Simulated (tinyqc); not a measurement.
Worked calculation: round or elliptic silicon nanowire with anisotropic valleys (Ritz method). Values are carried at full precision from step to step, so a last printed digit may differ when a step is redone from the rounded ones.

Wire along x = [110] on a (001) wafer, y = [-110], z = [001]. Valley groups (w = inverse masses): A, two valleys along z: w_y = 1/mt, w_z = 1/ml, m_x = mt; B, four valleys in the wafer plane: w_y = (1/ml + 1/mt)/2, w_z = 1/mt, m_x = (ml + mt)/2.

Constants: hbar^2/2m0 = 3.80998211 eV angstrom^2; kB = 8.617333262e-05 eV/K.

Parameters, chosen for this exercise (near those of a Si nanowire; not measured data): ml = 0.902 m0 (longitudinal mass); mt = 0.193 m0 (transverse mass); a = 30 angstrom (semi-axis along y); b = 34 angstrom (semi-axis along z); group = A (valley group worked out); T = 77 K (temperature).

## Stretching the ellipse

Scaling y by 1/sqrt(w_y) and z by 1/sqrt(w_z) makes the mass 1 and the semi-axes A = a/sqrt(w_y), B = b/sqrt(w_z). List them with the one-function estimate 3c (1/A^2 + 1/B^2) and the slender limit c (pi/2s)^2 (1 + 2s/(pi l)), s and l the smaller and larger of A, B; c = hbar^2/2m0.

Groups:
```
group  g      A      B  axis ratio  one function (eV)  slender limit (eV)
A      2  13.18  32.29       2.450             0.0768              0.0682
B      4  16.92  14.94       1.133             0.0912              0.0658
```

The one-function value suits axis ratios near 1 and the slender limit ratios well above 2.

## Matrices of three even functions

Hard wall on the ellipse (y/a)^2 + (z/b)^2 = 1, c = hbar^2/2m0. With u = y/a, v = z/b the operator is -c [(w_y/a^2) d2/du2 + (w_z/b^2) d2/dv2] on the unit disc. Basis (1 - u^2 - v^2) u^i v^j; S, X and Y are the disc integrals of f f', (df/du)(df'/du) and (df/dv)(df'/dv), from the integral of u^p v^q = 2 Gamma((p+1)/2) Gamma((q+1)/2)/((p + q + 2) Gamma((p+q+2)/2)) for even p, q; H = c (w_y X/a^2 + w_z Y/b^2).

Basis 1, u^2, v^2 times (1 - u^2 - v^2); form S and H for the chosen group.

S, lower triangle:
```
            1       u^2       v^2
1    1.047198
u^2  0.130900  0.039270
v^2  0.130900  0.013090  0.039270
```

H (meV), lower triangle:
```
           1      u^2     v^2
1    80.3876
u^2  13.3979  16.5090
v^2  13.3979   1.6747  6.9374
```

## Lowest level in this basis

Solve H p = E S p for the wire level; give E, the ratios p2/p1 and p3/p1, and H11/S11.

E = 72.5 meV

ratios: -0.24  -0.91

one function = 76.8 meV

The two added functions lower the level by 4.3 meV (5.6 %), mostly by narrowing the state along v, the direction in which the stretched ellipse is long.

## Subbands

Converged values use 21 functions of each parity class (e or o in u, then in v).

The nine lowest levels of all groups and parity classes.

Subbands:
```
group, parity  g  m_x (m0)  E (eV)
A ee           2    0.1930  0.0724
B ee           4    0.5475  0.0878
A eo           2    0.1930  0.1159
A ee           2    0.1930  0.1742
B oe           4    0.5475  0.2091
B eo           4    0.5475  0.2368
A eo           2    0.1930  0.2481
A oe           2    0.1930  0.2486
A oo           2    0.1930  0.3192
```

At 77 K and without degeneracy the populations go as g sqrt(m_x) exp(-E/kB T): among these nine the lowest level holds 75 % and the light transport mass mt 75 % of the electrons. Levels above about 0.3 eV lie beyond parabolic valleys and hard walls.

## Checks

- Circle of radius a with both masses mt against c (2.404826/R)^2/m, eV: both 0.1268.

tinyqc: `OMP_NUM_THREADS=1 python tinyqc.py 1281467 1281468 out.jsonl`; about 0.08 s, one thread, shared Intel(R) Xeon(R) Processor @ 2.30GHz.
